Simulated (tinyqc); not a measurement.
## In-plane mass from two subband densities

Inverse problem. At zero temperature each occupied subband holds N_k = D (EF - E_k), D = md m0 q/(pi hbar^2) per eV. Two subbands are occupied. Find md, EF - E1 and EF - E2.

Constants: q = 1.602176634e-19 C, hbar = 1.054571817e-34 J s, m0 = 9.1093837015e-31 kg. Results are converted to the units shown.

N1, N2 (cm^-2): 3.7213092e11  1.9e11
E2 - E1 = 10.9 meV

Answer. N1 - N2 = D (E2 - E1) gives D and so md; each N_k/D is a distance to EF.

md = 0.0400 m0
EF - E1 = 22.3 meV
EF - E2 = 11.4 meV

Program tinyqc, `OMP_NUM_THREADS=1 python tinyqc.py 2140122 2140123 out.jsonl`; Intel Xeon 2.30GHz, shared host, one thread, about 0.2 s.
